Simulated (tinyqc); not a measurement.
Decay across the direct gap: complex band structure along [001] in sp3s* tight binding.

For k = (0, 0, kz) the phase sums are g0 = cos(phi) and g3 = i sin(phi), phi = kz a/4, and the s, pz, s* orbitals of anion (a) and cation (c) decouple from px, py. With z = exp(i phi), H(z) = H0 + z T + T^T/z for any complex z. H0 is diagonal (Esa, Epa, Exa, Esc, Epc, Exc). The anion-cation block is B(z) = z U + W/z and the cation-anion block z W^T + U^T/z, where U has Vss/2 (s,s), Vsapc/2 (s,z), -Vscpa/2 (z,s), Vxx/2 (z,z), Vxapc/2 (s*,z), -Vpaxc/2 (z,s*), and W has the same values with the s-z and s*-z signs reversed. |z| = 1 is a band state, |z| < 1 decays along [001] as exp(-kappa d) over a distance d, kappa = -(4/a) ln|z|. No spin-orbit coupling.

Constants: hbar^2/2m0 = 3.80998211 eV angstrom^2.

Parameters, chosen for this exercise (out of a larger set: near a published set for InAs, fitted to gaps, whose masses and valley positions are rough (light masses up to twice too heavy); not measured data): p = (-9.44, 0.906, -2.742, 3.676, 7.496, 6.789, -5.608, 1.843, 4.432, 3.043, 5.444, 3.409, 3.898) eV (order Esa, Epa, Esc, Epc, Exa, Exc, Vss, Vxx, Vxy, Vsapc, Vscpa, Vxapc, Vpaxc); a = 6.058 angstrom (lattice constant).

Ev = -0.01440 eV
EG (direct gap) = 0.45528 eV

masses of this model, from the curvature at Gamma (m0): m_lh 0.03070, m_e 0.03301

kappa of the imaginary branch at Gamma against three formulas: parabolic from the valence edge, sqrt(m_lh E/c); parabolic from the conduction edge, sqrt(m_e (EG - E)/c); two-band (Franz), sqrt(m E (1 - E/EG)/c) with m = 2 m_lh m_e/(m_lh + m_e). E from Ev; c = hbar^2/2m0.

kappa (1/angstrom):
```
E/EG  E (eV)  tight binding  parabolic, valence  parabolic, conduction  two-band
0.05  0.0228         0.0132              0.0135                 0.0612    0.0134
0.15  0.0683         0.0217              0.0235                 0.0579    0.0220
0.25  0.1138         0.0264              0.0303                 0.0544    0.0267
0.35  0.1593         0.0292              0.0358                 0.0506    0.0294
0.65  0.2959         0.0295              0.0488                 0.0372    0.0294
0.75  0.3415         0.0269              0.0525                 0.0314    0.0267
0.85  0.3870         0.0223              0.0558                 0.0243    0.0220
0.95  0.4325         0.0137              0.0590                 0.0140    0.0134
```

Give the missing row, E/EG = 0.50, E (eV) = 0.2276.

Computed row:
```
E/EG  E (eV)  tight binding  parabolic, valence  parabolic, conduction  two-band
0.50  0.2276         0.0308              0.0428                 0.0444    0.0308
```

The branch joins the light-hole and conduction bands and peaks, among these rows, at E/EG = 0.50 with kappa = 0.0308 1/angstrom. At mid-gap the parabola from the conduction edge is +44 % off and the two-band form +0.1 %; over 5 nm the parabola would misstate exp(-2 kappa d) by a factor 3.9.

tinyqc: `OMP_NUM_THREADS=1 python tinyqc.py 1482218 1482219 out.jsonl`; about 0.01 s, one thread, shared Intel(R) Xeon(R) Processor @ 2.30GHz.
